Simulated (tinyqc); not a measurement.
## On-chip interconnect, size-dependent resistivity and RC delay: course in time

A rectangular line between two neighbours and two ground planes. Surface and grain-boundary scattering are added to the bulk resistivity as corrections; capacitances are parallel-plate values without fringing; inductance is ignored.

4 equal pi sections: series Rs = r Lw/4; node capacitances c Lw/4, halved at nodes 0 and 4, with Cl added to node 4; Rd feeds node 0. Elmore delay of node k: the sum, over the resistors on the path to k, of resistance times all capacitance downstream of it.

A 1 V step is applied behind Rd at t = 0. C dv/dt = -G v + b, with G the conductance matrix of the ladder (1/Rs between neighbours, 1/Rd added at node 0) and b = (1 V/Rd, 0, ...). Backward Euler step: (C/dt + G) v(new) = (C/dt) v + b. The last column solves the same ladder exactly by its modes.

Parameters, values chosen for the exercise:

| symbol | value | unit | meaning |
|---|---|---|---|
| Rd | 4200 | ohm | driver resistance |
| dt | 4.2 | ps | time step |

Rs = 2286.86 ohm
C, node 0 to 4 (fF): [0.442970, 0.885940, 0.885940, 0.885940, 0.712970]

Voltages (V):

| t (ps) | node 0 | node 2 | node 4 | node 4, exact |
|---|---|---|---|---|
| 4.200 | 0.4269 | 0.1137 | 0.0465 | 0.0245 |
| 8.400 | 0.5663 | 0.2317 | 0.1258 | 0.1173 |
| 12.60 | 0.6406 | 0.3329 | 0.2165 | 0.2251 |
| 16.80 | 0.6924 | 0.4185 | 0.3060 | 0.3252 |
| 21.00 | 0.7333 | 0.4918 | 0.3888 | 0.4137 |
| 25.20 | 0.7674 | 0.5552 | 0.4632 | 0.4908 |
| 29.40 | 0.7966 | 0.6105 | 0.5291 | 0.5578 |
| 33.60 | 0.8220 | 0.6588 | 0.5872 | 0.6161 |
| 37.80 | 0.8441 | 0.7011 | 0.6382 | 0.6666 |
| 42.00 | 0.8634 | 0.7381 | 0.6829 | 0.7106 |
| 46.20 | 0.8803 | 0.7705 | 0.7222 | 0.7487 |
| 50.40 | 0.8951 | 0.7989 | 0.7565 | 0.7818 |

The far end of the ladder reaches 0.5 V at 25.74 ps, 0.742 of its Elmore delay (ln 2 = 0.693 for a single pole); the slowest mode has a time constant of 29.74 ps. The largest error of the backward Euler steps at that node is 29 mV.

Range of the model: The metal width is under the mean free path, where the thick-limit surface term and the simple sum of corrections lose accuracy.

Program tinyqc, `OMP_NUM_THREADS=1 python tinyqc.py 2100017 2100018 out.jsonl`; Intel Xeon 2.30GHz, shared host, one thread, about 0.01 s.
